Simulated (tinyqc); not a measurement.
Worked calculation: plane-wave Kohn-Sham cycle with exchange-only LDA in a layered model solid. One step of it, computed by the program tinyqc.

Problem. Iteration 2: levels at that k. Diagonalise the Hermitian matrix.

H (hartree), lower triangle:
```
           -2         -1         +0         +1        +2
-2   2.215649
-1  -0.285807   0.393007
+0   0.004466  -0.285807  -0.214540
+1   0.000739   0.004466  -0.285807   0.393007
+2  -0.000016   0.000739   0.004466  -0.285807  2.215649
```

Give: eigenvalues.

Solution.

eigenvalues (hartree): -0.4212  0.3447  0.5586  2.2595  2.2612
